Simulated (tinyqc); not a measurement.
Worked calculation: Schottky barrier with interface states (Cowley-Sze model), image lowering and contact resistance. Computed by tinyqc, a small Python program that keeps every step. Command: `OMP_NUM_THREADS=1 python tinyqc.py 3015113 3015114 out.jsonl pinning walk`. One thread of a shared host (Intel(R) Xeon(R) Processor @ 2.30GHz), about 0.01 s of CPU time with the checks. Intermediate numbers are printed to about 6 digits and carried at full precision; extremes and crossings named in words are read from the listed rows.

An n-type semiconductor under a metal. The barrier lies between the Schottky-Mott limit phi_M - chi and the Bardeen limit E_g - E_n, E_n being the neutrality level of the interface states; the space-charge term of the full Cowley-Sze expression is left out.

Inputs (values chosen for the exercise, for a model semiconductor):

| quantity | value | unit |
|---|---|---|
| gap E_g | 0.962 | eV |
| electron affinity chi | 4.11 | eV |
| metal work function phi_M | 4.83 | eV |
| neutrality level E_n above the valence band | 0.334 | eV |
| interface-state density D | 5.3e+14 | cm^-2 eV^-1 |
| dipole layer thickness delta | 0.25 | nm |
| dipole layer constant eps_i | 1 | - |
| dielectric constant eps_s | 10.4 | - |
| electron mass m_e | 0.42 | m_0 |
| valleys M_c | 6 | - |
| donor density N | 1.4e+16 | cm^-3 |
| temperature T | 350 | K |
| reverse bias V_r | 3.7 | V |

Pinning factor from: interface states.

Constants: e = 1.602176634e-19 C; eps_0 = 8.8541878128e-12 F/m; k_B = 8.617333262e-05 eV/K; m_0 = 9.1093837015e-31 kg; k_B = 1.380649e-23 J/K; h = 6.62607015e-34 J s; hbar = 1.054571817e-34 J s.

## Pinning factor and barrier

S = 1/(1 + e^2 D delta/(eps_i eps_0)); for D per eV, e^2 D is the number e x D in SI units, with 1 cm^-2 = 1e4 m^-2. phi_B = S (phi_M - chi) + (1 - S)(E_g - E_n); the hole barrier is E_g - phi_B.

pinning factor S = 0.0400384

Schottky-Mott barrier = 0.72 eV

Bardeen barrier = 0.628 eV

barrier phi_B = 0.631684 eV

hole barrier = 0.330316 eV

The contact is strongly pinned: the metal hardly matters.

## Depletion layer and image lowering under reverse bias

N_c = 2 M_c (2 pi m_e k_B T/h^2)^(3/2); xi = E_c - E_F solves N = N_c F_1/2(-xi/k_B T) (bisection; full ionisation). F_1/2(eta) = (2/sqrt(pi)) int_0^infinity sqrt(x)/(1 + exp(x - eta)) dx, by the trapezoid rule in t = sqrt(x) with step 0.02 up to t = 12 (for eta < -12 by exp(eta) - exp(2 eta)/2^(3/2)). V_bi = phi_B - xi; W = sqrt(2 eps_s eps_0 (V_bi + V_r - k_B T/e)/(e N)); field at the metal E_m = e N W/(eps_s eps_0); image lowering sqrt(e E_m/(4 pi eps_s eps_0)).

N_c = 5.16437e+19 cm^-3

xi = 0.247709 eV

built-in voltage V_bi = 0.383975 V

depletion width W = 576.924 nm

field E_m = 140532 V/cm

image lowering = 0.0441110 eV

## Thermionic current

A* = 4 pi e m_e M_c k_B^2/h^3 (a simple valley count); J_s = A* T^2 exp(-phi/k_B T). J_0 uses phi_B; the reverse current uses phi_B less the image lowering, times 1 - exp(-V_r/k_B T).

Richardson constant A* = 302.837 A cm^-2 K^-2

J_0 = 0.0297510 A/cm^2

thermionic reverse current = 0.128432 A/cm^2

Image lowering raises the reverse current by a factor 4.32.

## Tunnelling scale and contact resistivity

E_00 = (e hbar/2) sqrt(N/(m_e eps_s eps_0)), E_0 = E_00 coth(E_00/k_B T); scaling form of the contact resistivity rho_c = (k_B/(e A* T)) exp(phi_B/E_0), which is the thermionic result when E_00 << k_B T and keeps only the leading exponential of tunnelling when E_00 >> k_B T; image lowering is left out of it.

E_00 = 0.00105111 eV

E_00/k_B T = 0.0348505

E_0 = 0.0301729 eV

contact resistivity rho_c = 1.00521 ohm cm^2

With the usual bounds 0.5 and 5 on E_00/k_B T the regime is thermionic emission.

## Choosing the metal

The formulas are those given above.

Against work function:

| phi_M (eV) | Schottky-Mott (eV) | phi_B (eV) | J_0 (A/cm^2) | rho_c (ohm cm^2) |
|---|---|---|---|---|
| 4.11 | 0.00 | 0.602856 | 0.0773751 | 0.38666 |
| 4.25 | 0.14 | 0.608461 | 0.0642521 | 0.46559 |
| 4.38 | 0.27 | 0.613666 | 0.0540678 | 0.55326 |
| 4.52 | 0.41 | 0.619272 | 0.0448978 | 0.66620 |
| 4.66 | 0.55 | 0.624877 | 0.0372831 | 0.80221 |
| 4.80 | 0.69 | 0.630482 | 0.0309598 | 0.96598 |
| 4.93 | 0.82 | 0.635687 | 0.0260525 | 1.14786 |
| 5.07 | 0.96 | 0.641293 | 0.0216339 | 1.38219 |

A span of 0.96 eV in work function moves the barrier by 0.038 eV (slope S = 0.040) and rho_c by 0.6 decades. The barrier equals its Schottky-Mott value only at phi_M = chi + E_g - E_n = 4.74 eV, where the interface states are neutral.

## Doping the contact

Regimes: thermionic below E_00/k_B T = 0.5, field emission above 5.

Against doping:

| N (cm^-3) | 1e10/sqrt(N) | E_00/k_B T | rho_c (ohm cm^2) | regime |
|---|---|---|---|---|
| 1.00e+16 | 1.00000e+02 | 2.94541e-02 | 1.00765e+00 | thermionic emission |
| 1.00e+17 | 3.16228e+01 | 9.31419e-02 | 9.54392e-01 | thermionic emission |
| 1.00e+18 | 1.00000e+01 | 2.94541e-01 | 5.64577e-01 | thermionic emission |
| 3.00e+18 | 5.77350e+00 | 5.10159e-01 | 1.95505e-01 | thermionic-field emission |
| 1.00e+19 | 3.16228e+00 | 9.31419e-01 | 1.12518e-02 | thermionic-field emission |
| 3.00e+19 | 1.82574e+00 | 1.61326e+00 | 1.31139e-04 | thermionic-field emission |
| 1.00e+20 | 1.00000e+00 | 2.94541e+00 | 9.57666e-07 | thermionic-field emission |
| 3.00e+20 | 5.77350e-01 | 5.10159e+00 | 4.93068e-08 | field emission |
| 1.00e+21 | 3.16228e-01 | 9.31419e+00 | 7.70290e-09 | field emission |

Over the thermionic rows rho_c changes by a factor 1.8 only, and then it falls fast, by 8.1 decades in all; in field emission ln rho_c is linear in 1/sqrt(N). It passes below 1e-7 ohm cm^2 at N = 3e20 cm^-3 of those listed.

Checks made by the program: charge in the layer against the field (relative difference below 1e-10).
